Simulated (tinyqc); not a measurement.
Worked calculation: coupled-perturbed Hartree-Fock on RHF in the sto-3g basis, for BeH2, spin multiplicity 1. Computed by tinyqc, a small Python program that keeps every step (integrals from PySCF). Settings: charge = 0, multiplicity = 1, basis = sto-3g, method = RHF, energy threshold = 1e-10, iteration cap = 82, orthogonalisation = symmetric, start = core, DIIS depth = 6. Command: `OMP_NUM_THREADS=1 python tinyqc.py 26366 26367 out.jsonl` (the two numbers bound the seeds that draw the settings). One thread of a shared host (Intel(R) Xeon(R) Processor @ 2.60GHz), about 0.2 s of CPU time with the checks. The early iterations of the SCF are left out here.

## One-electron integrals

Geometry (angstrom):
```
atom        x         y        z
Be    0.00000   0.00000  0.00000
H     0.00000   1.49200  0.00000
H     0.00000  -1.51200  0.00000
```

Basis sto-3g: exponents (1/bohr^2) and contraction coefficients of normalised primitives:
```
element  l (shell)  exponent  coefficient
Be           s (1)  30.16787      0.15433
Be           s (1)   5.49512      0.53533
Be           s (1)   1.48719      0.44463
Be           s (2)   1.31483     -0.09997
Be           s (2)   0.30554      0.39951
Be           s (2)   0.09937      0.70012
Be           p (3)   1.31483      0.15592
Be           p (3)   0.30554      0.60768
Be           p (3)   0.09937      0.39196
H            s (1)   3.42525      0.15433
H            s (1)   0.62391      0.53533
H            s (1)   0.16886      0.44463
```

Overlap, kinetic and nuclear-attraction integrals over the contracted functions; the nuclear repulsion is the sum of Za Zb / Rab.

nuclear repulsion = 2.9948029 hartree

overlap S, lower triangle:
```
          1Be 1s   1Be 2s  1Be 2px   1Be 2py  1Be 2pz    2H 1s    3H 1s
1Be 1s   1.00000
1Be 2s   0.25952  1.00000
1Be 2px  0.00000  0.00000  1.00000
1Be 2py  0.00000  0.00000  0.00000   1.00000
1Be 2pz  0.00000  0.00000  0.00000   0.00000  1.00000
2H 1s    0.04974  0.40002  0.00000   0.47960  0.00000  1.00000
3H 1s    0.04761  0.39240  0.00000  -0.47310  0.00000  0.01811  1.00000
```

kinetic energy T (hartree), lower triangle:
```
           1Be 1s   1Be 2s  1Be 2px   1Be 2py  1Be 2pz     2H 1s    3H 1s
1Be 1s    6.69397
1Be 2s   -0.03301  0.21111
1Be 2px   0.00000  0.00000  0.66059
1Be 2py   0.00000  0.00000  0.00000   0.66059
1Be 2pz   0.00000  0.00000  0.00000   0.00000  0.66059
2H 1s    -0.01348  0.04773  0.00000   0.14610  0.00000   0.76003
3H 1s    -0.01302  0.04525  0.00000  -0.14035  0.00000  -0.00660  0.76003
```

nuclear attraction V (hartree), lower triangle:
```
            1Be 1s    1Be 2s   1Be 2px   1Be 2py   1Be 2pz     2H 1s     3H 1s
1Be 1s   -15.26575
1Be 2s    -2.08212  -2.98897
1Be 2px    0.00000   0.00000  -2.90495
1Be 2py   -0.00038  -0.00225   0.00000  -3.10179
1Be 2pz    0.00000   0.00000   0.00000   0.00000  -2.90495
2H 1s     -0.39737  -1.11837   0.00000  -1.30809   0.00000  -2.81553
3H 1s     -0.38020  -1.09023   0.00000   1.28147   0.00000  -0.06006  -2.79733
```

core Hamiltonian H = T + V (hartree), lower triangle:
```
           1Be 1s    1Be 2s   1Be 2px   1Be 2py   1Be 2pz     2H 1s     3H 1s
1Be 1s   -8.57178
1Be 2s   -2.11513  -2.77786
1Be 2px   0.00000   0.00000  -2.24436
1Be 2py  -0.00038  -0.00225   0.00000  -2.44119
1Be 2pz   0.00000   0.00000   0.00000   0.00000  -2.24436
2H 1s    -0.41086  -1.07064   0.00000  -1.16200   0.00000  -2.05550
3H 1s    -0.39321  -1.04498   0.00000   1.14112   0.00000  -0.06666  -2.03730
```

## Two-electron integrals

Functions are numbered as in S; the eight-fold symmetry (ij|kl) = (ji|kl) = (kl|ij) leaves the list below.

Two-electron integrals (ij|kl) in chemists' order, unique and non-zero (hartree):
```
(11|11) 2.29883     (21|11) 0.39204     (21|21) 0.07954     (22|11) 0.57099
(22|21) 0.14304     (22|22) 0.41768     (31|31) 0.01461     (32|31) 0.02189
(32|32) 0.09226     (33|11) 0.56958     (33|21) 0.14308     (33|22) 0.41759
(33|33) 0.44986     (41|41) 0.01461     (42|41) 0.02189     (42|42) 0.09226
(43|43) 0.02425     (44|11) 0.56958     (44|21) 0.14308     (44|22) 0.41759
(44|33) 0.40136     (44|44) 0.44986     (51|51) 0.01461     (52|51) 0.02189
(52|52) 0.09226     (53|53) 0.02425     (54|54) 0.02425     (55|11) 0.56958
(55|21) 0.14308     (55|22) 0.41759     (55|33) 0.40136     (55|44) 0.40136
(55|55) 0.44986     (61|11) 0.07421     (61|21) 0.01505     (61|22) 0.02729
(61|33) 0.02710     (61|41) 0.00133     (61|42) 0.00251     (61|44) 0.02769
(61|55) 0.02710     (61|61) 0.00299     (62|11) 0.18538     (62|21) 0.04715
(62|22) 0.15068     (62|33) 0.14490     (62|41) 0.00616     (62|42) 0.03829
(62|44) 0.16210     (62|55) 0.14490     (62|61) 0.00987     (62|62) 0.08192
(63|31) 0.00426     (63|32) 0.02011     (63|43) 0.00657     (63|63) 0.00738
(64|11) 0.20091     (64|21) 0.05171     (64|22) 0.17324     (64|33) 0.16298
(64|41) 0.00999     (64|42) 0.05948     (64|44) 0.19359     (64|55) 0.16298
(64|61) 0.01129     (64|62) 0.10697     (64|64) 0.14399     (65|51) 0.00426
(65|52) 0.02011     (65|54) 0.00657     (65|65) 0.00738     (66|11) 0.35290
(66|21) 0.09135     (66|22) 0.32758     (66|33) 0.30393     (66|41) 0.01379
(66|42) 0.11134     (66|44) 0.37459     (66|55) 0.30393     (66|61) 0.01958
(66|62) 0.22761     (66|64) 0.31516     (66|66) 0.77461     (71|11) 0.07102
(71|21) 0.01440     (71|22) 0.02612     (71|33) 0.02594     (71|41) -0.00127
(71|42) -0.00240    (71|44) 0.02650     (71|55) 0.02594     (71|61) 0.00261
(71|62) 0.00797     (71|64) 0.00844     (71|66) 0.01528     (71|71) 0.00273
(72|11) 0.18042     (72|21) 0.04590     (72|22) 0.14709     (72|33) 0.14141
(72|41) -0.00599    (72|42) -0.03751    (72|44) 0.15830     (72|55) 0.14141
(72|61) 0.00811     (72|62) 0.04080     (72|64) 0.04302     (72|66) 0.08346
(72|71) 0.00920     (72|72) 0.07864     (73|31) 0.00411     (73|32) 0.01949
(73|43) -0.00641    (73|63) 0.00285     (73|73) 0.00700     (74|11) -0.19664
(74|21) -0.05062    (74|22) -0.17001    (74|33) -0.15995    (74|41) 0.00969
(74|42) 0.05821     (74|44) -0.18997    (74|55) -0.15995    (74|61) -0.00864
(74|62) -0.04334    (74|64) -0.04433    (74|66) -0.08804    (74|71) -0.01057
(74|72) -0.10315    (74|74) 0.13933     (75|51) 0.00411     (75|52) 0.01949
(75|54) -0.00641    (75|65) 0.00285     (75|75) 0.00700     (76|11) 0.01126
(76|21) 0.00279     (76|22) 0.00789     (76|33) 0.00778     (76|41) -2.54e-06
(76|42) -1.81e-05   (76|44) 0.00812     (76|55) 0.00778     (76|61) 0.00053
(76|62) 0.00291     (76|64) 0.00339     (76|66) 0.00648     (76|71) 0.00051
(76|72) 0.00286     (76|74) -0.00336    (76|76) 0.00015     (77|11) 0.34837
(77|21) 0.09019     (77|22) 0.32450     (77|33) 0.30114     (77|41) -0.01348
(77|42) -0.11001    (77|44) 0.37095     (77|55) 0.30114     (77|61) 0.01578
(77|62) 0.08483     (77|64) 0.08886     (77|66) 0.17615     (77|71) 0.01848
(77|72) 0.22259     (77|74) -0.30933    (77|76) 0.00648     (77|77) 0.77461
```

## Orthogonalisation

S = U s U^T; symmetric (Loewdin) form X = U s^(-1/2) U^T, so that X^T S X = 1.

eigenvalues of S: 0.31700  0.41426  0.95089  1.00000  1.00000  1.65128  1.66658

X, lower triangle:
```
           1Be 1s    1Be 2s  1Be 2px   1Be 2py  1Be 2pz     2H 1s    3H 1s
1Be 1s    1.02857
1Be 2s   -0.15182   1.18631
1Be 2px   0.00000   0.00000  1.00000
1Be 2py  -0.00018   0.00486  0.00000   1.26861
1Be 2pz   0.00000   0.00000  0.00000   0.00000  1.00000
2H 1s     0.02070  -0.25623  0.00000  -0.35771  0.00000   1.21705
3H 1s     0.02073  -0.24726  0.00000   0.34971  0.00000  -0.06975  1.20758
```

## Iteration 7 (converged): orbitals

converged F (hartree), lower triangle:
```
           1Be 1s    1Be 2s  1Be 2px   1Be 2py  1Be 2pz     2H 1s     3H 1s
1Be 1s   -4.52584
1Be 2s   -1.28902  -0.60396
1Be 2px   0.00000   0.00000  0.21387
1Be 2py  -0.00003  -0.00275  0.00000  -0.17064
1Be 2pz   0.00000   0.00000  0.00000   0.00000  0.21387
2H 1s    -0.25514  -0.36220  0.00000  -0.31350  0.00000  -0.25610
3H 1s    -0.24431  -0.35550  0.00000   0.31043  0.00000  -0.02210  -0.24940
```

Diagonalise F' = X^T F X, C = X C', fill 3 alpha and 3 beta electrons from the bottom; D = 2 C_occ C_occ^T. Each column has its largest component positive (the first on a tie).

F' = X^T F X (hartree), lower triangle:
```
          1         2        3         4        5         6        7
1  -4.41651
2  -0.69830  -0.13426
3   0.00000   0.00000  0.21387
4   0.00045   0.00234  0.00000   0.22762
5   0.00000   0.00000  0.00000   0.00000  0.21387
6  -0.01786  -0.29661  0.00000  -0.40711  0.00000   0.06245
7  -0.01399  -0.28988  0.00000   0.40148  0.00000  -0.08361  0.05854
```

orbital energies (hartree): MO1 -4.52922, MO2 -0.42840, MO3 -0.38732, MO4 0.21387, MO5 0.21387, MO6 0.38352, MO7 0.75925

coefficients C:
```
              MO1       MO2       MO3       MO4      MO5       MO6       MO7
1Be 1s    0.99182  -0.21446   0.00981   0.00000  0.00000  -0.22817  -0.00341
1Be 2s    0.03142   0.59353  -0.03007   0.00000  0.00000   1.09651   0.02625
1Be 2px   0.00000   0.00000   0.00000   0.96015  0.27948   0.00000   0.00000
1Be 2py   0.00003   0.02356   0.49683   0.00000  0.00000  -0.01388   1.26967
1Be 2pz   0.00000   0.00000   0.00000  -0.27948  0.96015   0.00000   0.00000
2H 1s    -0.00369   0.41208   0.40294   0.00000  0.00000  -0.74085  -0.89391
3H 1s    -0.00373   0.37193  -0.44238   0.00000  0.00000  -0.75874   0.85864
```

D after iteration 7, lower triangle:
```
           1Be 1s    1Be 2s  1Be 2px   1Be 2py  1Be 2pz     2H 1s    3H 1s
1Be 1s    2.05960
1Be 2s   -0.19284   0.70835
1Be 2px   0.00000   0.00000  0.00000
1Be 2py  -0.00029  -0.00191  0.00000   0.49479
1Be 2pz   0.00000   0.00000  0.00000   0.00000  0.00000
2H 1s    -0.17617   0.46470  0.00000   0.41980  0.00000   0.66436
3H 1s    -0.17560   0.46787  0.00000  -0.42204  0.00000  -0.04995  0.66808
```

Within a degenerate level the vectors are fixed only up to a rotation; this is one choice.

## Convergence

Stop when the energy changes by less than 1e-10 hartree and every element of the error matrix X^T (F D S - S D F) X is below 3e-06.

Course of the cycle:
```
iteration  E (hartree)     change  largest element of the error matrix
1          -14.8758697          -                             5.61e-01
2          -15.5301072  -6.54e-01                             3.62e-02
3          -15.5316690  -1.56e-03                             1.92e-03
4          -15.5316780  -8.92e-06                             3.48e-04
5          -15.5316783  -3.46e-07                             9.54e-06
6          -15.5316783  -1.64e-10                             4.52e-08
7          -15.5316783   1.42e-14                             3.17e-09
```

PySCF RHF in the same basis = -15.5316783 hartree

Converged in 7 iterations.

## Integrals over molecular orbitals

(pq|rs) = sum C_ip C_jq C_kr C_ls (ij|kl), one index at a time.

one-electron integrals over orbitals h = C^T H C (hartree), lower triangle:
```
          1         2         3         4         5         6         7
1  -8.56037
2   0.21168  -2.33936
3  -0.00985  -0.00306  -2.28181
4   0.00000   0.00000   0.00000  -2.24436
5   0.00000   0.00000   0.00000   0.00000  -2.24436
6   0.20282  -0.22626   0.01869   0.00000   0.00000  -1.90083
7   0.00249  -0.01596  -0.30662   0.00000   0.00000   0.00123  -1.85066
```

Two-electron integrals over orbitals (pq|rs), unique and non-zero (hartree):
```
(11|11) 2.27178     (21|11) -0.18911    (21|21) 0.02427     (22|11) 0.46491
(22|21) -0.00586    (22|22) 0.38201     (31|11) 0.00861     (31|21) -0.00084
(31|22) 0.00146     (31|31) 0.00529     (32|11) -0.00034    (32|21) 0.00075
(32|22) 0.01668     (32|31) 0.01165     (32|32) 0.15892     (33|11) 0.42956
(33|21) -0.00253    (33|22) 0.39116     (33|31) -0.00095    (33|32) -0.01378
(33|33) 0.41727     (41|41) 0.01575     (42|41) 0.01499     (42|42) 0.04776
(43|41) -0.00070    (43|42) -0.00157    (43|43) 0.01309     (44|11) 0.56918
(44|21) -0.00741    (44|22) 0.35750     (44|31) 0.00033     (44|32) -3.49e-05
(44|33) 0.34073     (44|44) 0.44986     (51|51) 0.01575     (52|51) 0.01499
(52|52) 0.04776     (53|51) -0.00070    (53|52) -0.00157    (53|53) 0.01309
(54|54) 0.02425     (55|11) 0.56918     (55|21) -0.00741    (55|22) 0.35750
(55|31) 0.00033     (55|32) -3.49e-05   (55|33) 0.34073     (55|44) 0.40136
(55|55) 0.44986     (61|11) -0.19112    (61|21) 0.02506     (61|22) -0.00618
(61|31) -0.00128    (61|32) -0.00018    (61|33) -0.00321    (61|44) -0.00550
(61|55) -0.00550    (61|61) 0.02602     (62|11) 0.13037     (62|21) -0.00616
(62|22) -0.01754    (62|31) 0.00011     (62|32) -0.00501    (62|33) -0.04191
(62|44) 0.06357     (62|55) 0.06357     (62|61) -0.00499    (62|62) 0.08146
(63|11) -0.00938    (63|21) 0.00029     (63|22) -0.00855    (63|31) -0.00092
(63|32) -0.09193    (63|33) 0.01087     (63|44) -0.00474    (63|55) -0.00474
(63|61) 0.00031     (63|62) -0.00206    (63|63) 0.08610     (64|41) 0.01627
(64|42) 0.04675     (64|43) -0.00244    (64|64) 0.04980     (65|51) 0.01627
(65|52) 0.04675     (65|53) -0.00244    (65|65) 0.04980     (66|11) 0.46489
(66|21) -0.00672    (66|22) 0.38116     (66|31) 3.61e-05    (66|32) -0.00310
(66|33) 0.39292     (66|44) 0.35654     (66|55) 0.35654     (66|61) -0.00650
(66|62) -0.02908    (66|63) 0.00404     (66|66) 0.39803     (71|11) -0.00274
(71|21) 0.00087     (71|22) 0.00177     (71|31) 0.00992     (71|32) 0.01832
(71|33) -0.00174    (71|44) -0.00005    (71|55) -0.00005    (71|61) 0.00012
(71|62) -0.00026    (71|63) -0.00029    (71|66) -0.00054    (71|71) 0.01904
(72|11) 0.00846     (72|21) -0.00009    (72|22) -0.00455    (72|31) 0.00431
(72|32) -0.04027    (72|33) 0.00202     (72|44) 0.00377     (72|55) 0.00377
(72|61) -0.00035    (72|62) 0.00696     (72|63) 0.06183     (72|66) -0.00038
(72|71) 0.00814     (72|72) 0.05733     (73|11) 0.14784     (73|21) -0.00426
(73|22) -0.00064    (73|31) -0.00011    (73|32) -0.00041    (73|33) -0.01812
(73|44) 0.06751     (73|55) 0.06751     (73|61) -0.00354    (73|62) 0.07690
(73|63) -0.00691    (73|66) -0.02161    (73|71) -0.00055    (73|72) 0.00320
(73|73) 0.08569     (74|41) 0.00028     (74|42) 0.00145     (74|43) 0.01335
(74|64) 0.00056     (74|74) 0.01688     (75|51) 0.00028     (75|52) 0.00145
(75|53) 0.01335     (75|65) 0.00056     (75|75) 0.01688     (76|11) -0.00056
(76|21) 0.00053     (76|22) 0.01370     (76|31) 0.01011     (76|32) 0.13992
(76|33) -0.01367    (76|44) 0.00018     (76|55) 0.00018     (76|61) -0.00025
(76|62) -0.00387    (76|63) -0.09216    (76|66) -0.00388    (76|71) 0.01633
(76|72) -0.04947    (76|73) 0.00042     (76|76) 0.13757     (77|11) 0.55427
(77|21) -0.00787    (77|22) 0.40789     (77|31) 0.00062     (77|32) 0.00537
(77|33) 0.42382     (77|44) 0.38111     (77|55) 0.38111     (77|61) -0.00791
(77|62) -0.02334    (77|63) -0.00227    (77|66) 0.41687     (77|71) 0.00027
(77|72) -0.00255    (77|73) 0.00016     (77|76) 0.00374     (77|77) 0.46318
```

## Response to a field: uncoupled start

dipole integrals <a|y|i> (bohr):
```
          i1        i2        i3
a4   0.00000   0.00000   0.00000
a5   0.00000   0.00000   0.00000
a6  -0.00229  -0.04464  -1.29102
a7   0.13633  -0.67012   0.01833
```

Field along y; U_ai = -mu_ai / (e_a - e_i), alpha = -4 sum U_ai mu_ai.

uncoupled U:
```
          i1       i2        i3
a4   0.00000  0.00000   0.00000
a5   0.00000  0.00000   0.00000
a6   0.00047  0.05498   1.67482
a7  -0.02578  0.56424  -0.01598
```

uncoupled polarisability = 10.18640 bohr^3

## Coupled step 1

U_ai = -(mu_ai + sum_bj [4 (ai|bj) - (ab|ij) - (aj|bi)] U_bj) / (e_a - e_i); alpha = -4 sum U_ai mu_ai.

U after step 1:
```
          i1       i2        i3
a4   0.00000  0.00000   0.00000
a5   0.00000  0.00000   0.00000
a6   0.00041  0.06762   1.94484
a7  -0.02920  0.63373  -0.01520
```

polarisability = 11.77111 bohr^3

## Coupled step 2

As before.

U after step 2:
```
          i1       i2        i3
a4   0.00000  0.00000   0.00000
a5   0.00000  0.00000   0.00000
a6   0.00041  0.07005   1.98928
a7  -0.02955  0.64061  -0.01485
```

polarisability = 12.01962 bohr^3

## Coupled polarisability

Repeat until U stops changing; compare with -d2E/dF2.

Course of the coupled iterations:
```
step  alpha (bohr^3)
0           10.18640
1           11.77111
2           12.01962
3           12.05901
4           12.06535
5           12.06638
6           12.06656
7           12.06659
8           12.06659
9           12.06659
10          12.06660
11          12.06660
12          12.06660
```

coupled polarisability = 12.06660 bohr^3

finite-field check, fields of +/-0.001 au = 12.06662 bohr^3
